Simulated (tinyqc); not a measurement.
Inside a calculation. Model: on-chip interconnect, size-dependent resistivity and RC delay.

Computed by the program tinyqc: `OMP_NUM_THREADS=1 python tinyqc.py 2100099 2100100 out.jsonl`, one thread of a shared Intel Xeon 2.30GHz, about 0.01 s for the whole run. Printed values are rounded.

A rectangular line between two neighbours and two ground planes. Surface and grain-boundary scattering are added to the bulk resistivity as corrections; capacitances are parallel-plate values without fringing; inductance is ignored.

Inputs (values chosen for the exercise); metal values close to those of copper: bulk resistivity rho0 = 1.71 uohm cm; bulk mean free path lam = 38.9 nm; specular share of surface scattering ps = 0.3; reflection coefficient of grain boundaries Rg = 0.37; grain size over the metal width gr = 1; drawn line width wd = 9.4 nm; aspect ratio, height over width AR = 1.5; liner on both walls and the bottom, not conducting tl = 1.9 nm; space to the neighbouring lines sp = 11 nm; dielectric height to the planes above and below hd = 16 nm; relative permittivity of the dielectric ek = 3; Miller factor of the neighbours Mf = 0; line length Lw = 200 um; driver resistance Rd = 3500 ohm; load capacitance Cl = 1.4 fF; time step dt = 300 ps.

Constants: eps0 = 8.8541878128e-12 F/m. Results are converted to the units shown.

Range of the model: The metal width is under the mean free path, where the thick-limit surface term and the simple sum of corrections lose accuracy.

## Resistivity, resistance and capacitance per length

Metal width x = wd - 2 tl, height y = AR wd - tl; grain boundaries (Mayadas-Shatzkes): al = (lam/(gr x)) Rg/(1 - Rg), g = 1/[1 - 3 al/2 + 3 al^2 - 3 al^3 ln(1 + 1/al)] - 1; surfaces (Fuchs-Sondheimer, thick limit): s = (3/8) lam (1 - ps)(1/x + 1/y); rho = rho0 (1 + g + s); r = rho/(x y); c = eps0 ek (2 wd/hd + 2 Mf AR wd/sp).

x = 5.6 nm
y = 12.2 nm
al = 4.07965
g = 5.49863
s = 2.66043
rho = 15.6620 uohm cm
r = 2292.45 ohm/um
c = 0.0312110 fF/um

rho is 9.16 times the bulk value; grain boundaries add more (5.50 against 2.66). The liner takes 48.5 % of the cross-section.

## Ladder and Elmore delays

7 equal pi sections: series Rs = r Lw/7; node capacitances c Lw/7, halved at nodes 0 and 7, with Cl added to node 7; Rd feeds node 0. Elmore delay of node k: the sum, over the resistors on the path to k, of resistance times all capacitance downstream of it.

Rs = 65498.4 ohm

```
node    C (fF)  Elmore delay (ps)
0     0.445872            26.7477
1     0.891743            498.096
2     0.891743            911.037
3     0.891743            1265.57
4     0.891743            1561.69
5     0.891743            1799.41
6     0.891743            1978.72
7      1.84587            2099.62
```

The far-end value equals Rd (c Lw + Cl) + r Lw (c Lw/2 + Cl) for any number of pi sections; the line resistance contributes 98.7 % of it.

## Step 1: node voltages after a time step

v at t = 0, node 0 to 7 (V): 0  0  0  0  0  0  0  0

A 1 V step is applied behind Rd at t = 0. C dv/dt = -G v + b, with G the conductance matrix of the ladder (1/Rs between neighbours, 1/Rd added at node 0) and b = (1 V/Rd, 0, ...). Backward Euler step: (C/dt + G) v(new) = (C/dt) v + b.

v at t = 1 dt, node 0 to 7 (V): 0.976443  0.630661  0.407664  0.264036  0.171814  0.113043  0.076281  0.054369

## Step 2: node voltages after a time step

As before.

v at t = 2 dt, node 0 to 7 (V): 0.988559  0.775642  0.590951  0.441944  0.327575  0.243532  0.184893  0.147401

## Course in time

A 1 V step is applied behind Rd at t = 0. C dv/dt = -G v + b, with G the conductance matrix of the ladder (1/Rs between neighbours, 1/Rd added at node 0) and b = (1 V/Rd, 0, ...). Backward Euler step: (C/dt + G) v(new) = (C/dt) v + b. The last column solves the same ladder exactly by its modes.

Voltages (V):
```
t (ps)  node 0  node 3  node 7  node 7, exact
300.0   0.9764  0.2640  0.0544         0.0274
600.0   0.9886  0.4419  0.1474         0.1401
900.0   0.9915  0.5532  0.2524         0.2671
1200    0.9931  0.6301  0.3537         0.3808
1500    0.9942  0.6887  0.4450         0.4780
1800    0.9951  0.7360  0.5250         0.5602
2100    0.9959  0.7753  0.5940         0.6295
2400    0.9965  0.8084  0.6532         0.6878
2700    0.9970  0.8366  0.7039         0.7370
3000    0.9974  0.8605  0.7472         0.7784
3300    0.9978  0.8810  0.7842         0.8134
3600    0.9981  0.8984  0.8158         0.8428
```

The far end of the ladder reaches 0.5 V at 1575 ps, 0.750 of its Elmore delay (ln 2 = 0.693 for a single pole); the slowest mode has a time constant of 1750 ps. The largest error of the backward Euler steps at that node is 35 mV.
